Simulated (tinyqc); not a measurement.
Sublattice potential against complex hopping: Haldane model. Computed by the program tinyqc. Command: `OMP_NUM_THREADS=1 python tinyqc.py 112560 112561 out.jsonl`; one thread of a shared host (Intel(R) Xeon(R) Processor @ 2.60GHz), about 0.1 s.

Honeycomb lattice:
```
parameter,value
t1 (eV),0.910000
t2 (eV),0.070000
phi (rad),1.630000
```

H_AA = delta - 2 t2 sum cos(k.b + phi), H_BB = -delta - 2 t2 sum cos(k.b - phi), H_AB = -t1 (1 + exp(-i k.a1) + exp(-i k.a2)), b = a1, a2 - a1, -a2, m = 3 sqrt3 t2 sin(phi); the sign of the Chern number follows the orientation k1 then k2.

Gaps at the two valleys (eV) and Chern number of the lower band (12 x 12 mesh):
```
delta,gap 2|delta - m|,gap 2|delta + m|,Chern number
-0.6540,2.0342,0.5818,0
-0.4720,1.6702,0.2178,0
-0.2180,1.1622,0.2902,-1
0.0000,0.7262,0.7262,-1
0.1450,0.4362,1.0162,-1
0.2720,0.1822,1.2702,-1
0.4540,0.1818,1.6342,0
0.7260,0.7258,2.1782,0
```

Here |m| = 0.3631 eV. For |delta| < |m| the two valleys have masses of opposite sign and the Chern number is +/-1; one gap closes at |delta| = |m|, and beyond it the band is trivial.
